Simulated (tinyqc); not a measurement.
Linear model of a band gap against the share of exact exchange: one step. Self-consistent share. Two cases, with inputs chosen for the exercise.

Task: Iterate alpha -> 1/eps(alpha) seven times from a_start. The fixed point solves alpha eps(alpha) = 1; the contraction factor there is 2 (eps - 1) S/((EP + S alpha) eps^2).

E(alpha) = E0 + S alpha. A wider gap screens less, modelled in the Penn form eps(alpha) = 1 + (e0 - 1)(EP/(EP + S alpha))^2 with a scale EP chosen for the exercise. A dielectric-dependent hybrid takes alpha = 1/eps.

Give: Iterates; fixed point; contraction factor.

Case 1.

Values chosen (of the order of those of Al2O3; the results hold for these values, not for the real material): E0 = 5.76 eV (gap of the semi-local functional); S = 8.95 eV (slope dE/d(alpha)); e0 = 3.35 (optical dielectric constant at alpha = 0); EP = 25 eV (energy scale of the screening); a_start = 0.1 (starting alpha).

Result:

Iterates:
```
step    alpha     eps  E (eV)
0     0.10000  3.1904  6.6550
1     0.31344  2.8997  8.5653
2     0.34486  2.8619  8.8465
3     0.34942  2.8565  8.8873
4     0.35008  2.8557  8.8932
5     0.35018  2.8556  8.8941
6     0.35019  2.8556  8.8942
7     0.35019  2.8556  8.8942
```

fixed point = 0.35019
contraction factor = 0.1448

The factor is positive, so the iterates approach from one side, the error shrinking to 0.14 of itself each step; the gap is within 0.01 eV of its limit from step 3. Self-consistency moves the gap by +0.463 eV against the one-shot choice 1/e0, since a wider gap screens less.

Case 2.

Values chosen (of the order of those of GaAs; the results hold for these values, not for the real material): E0 = 0.52 eV (gap of the semi-local functional); S = 5.53 eV (slope dE/d(alpha)); e0 = 11.34 (optical dielectric constant at alpha = 0); EP = 10.3 eV (energy scale of the screening); a_start = 0 (starting alpha).

Result:

Iterates:
```
step    alpha      eps  E (eV)
0     0.00000  11.3400  0.5200
1     0.08818  10.4263  1.0077
2     0.09591  10.3520  1.0504
3     0.09660  10.3455  1.0542
4     0.09666  10.3449  1.0545
5     0.09667  10.3448  1.0546
6     0.09667  10.3448  1.0546
7     0.09667  10.3448  1.0546
```

fixed point = 0.09667
contraction factor = 0.0891

The factor is positive, so the iterates approach from one side, the error shrinking to 0.09 of itself each step; the gap is within 0.01 eV of its limit from step 2. Self-consistency moves the gap by +0.047 eV against the one-shot choice 1/e0, since a wider gap screens less.

Computed by tinyqc, one run a case: `OMP_NUM_THREADS=1 python tinyqc.py N N+1 out.jsonl` with N = 1880054, 1880213; one thread of a shared Intel(R) Xeon(R) Processor @ 2.30GHz, about 0.01 s a run at most.
